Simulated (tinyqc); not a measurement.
Stripping the layer step by step: sheet resistance and Hall data of a diffused or implanted layer. Computed by tinyqc, a small Python program. Command: `OMP_NUM_THREADS=1 python tinyqc.py 3018849 3018850 out.jsonl layer walk`. One thread of a shared host (Intel(R) Xeon(R) Processor @ 2.30GHz), about 0.01 s of CPU time with the checks.

Carriers are taken equal to the net active doping down to the junction (full ionisation, which deep dopants in wide-gap hosts do not reach; no spill-over, no depletion), and the Hall factor is 1.

Inputs (values chosen for the exercise, modelled on arsenic in silicon):
```
quantity,value,unit
mu_min,52.1,cm^2/(V s)
mu_max,1460,cm^2/(V s)
N_ref,1e+17,1/cm^3
exponent alpha,0.7,-
peak concentration N_0,5.1e+20,1/cm^3
length scale l,9.9,nm
background doping N_B (opposite type),1.6e+16,1/cm^3
solubility limit N_s,2e+20,1/cm^3
```

Profile: Gaussian at the surface. Activation: limited by solubility.

Constants: e = 1.602176634e-19 C.

Method:
- N(x) = N_0 exp(-x^2/l^2), dose N_0 l sqrt(pi)/2, junction x_j = l sqrt(ln(N_0/N_B)).
- Mobility mu = mu_min + (mu_max - mu_min)/(1 + (N_t/N_ref)^alpha), N_t = active doping + N_B; carriers n = active doping - N_B, active doping min(N, N_s).
- Integrals from x_0 (0 unless stated) to x_j by the midpoint rule on 400 even intervals: 1/R_s = e int n mu dx; sheet density n_s = int n dx; Hall sheet density (int n mu dx)^2/int n mu^2 dx; Hall mobility int n mu^2 dx/int n mu dx.
- After removing a depth d the integrals start at d. Differences between neighbouring rows give the local conductivity -d(1/R_s)/dx at the middle of the slice (the last slice uses one more step, not listed).

junction depth x_j = 31.8798 nm

Differential sheet resistance:
```
removed d (nm),R_s (ohm),slice conductivity (S/cm),sigma at mid-slice (S/cm)
0.0,379,1888.8,1888.8
3.2,491,1888.8,1888.8
6.4,698,1888.8,1888.8
9.6,1208,1397.2,1381.4
12.8,2627,680.6,666.1
16.0,6138,299.5,290.9
19.2,14907,128.5,124.7
22.4,38513,55.8,54.4
```

What follows from these numbers?

R_s doubles after removing between 6.40 and 9.60 nm of a layer 31.9 nm deep, so half the current flows above that depth. Where sigma exceeds a tenth of its largest listed value, the slice values agree with it within 3 %.

Extremes, crossings and ranges named in words are read from the listed rows.
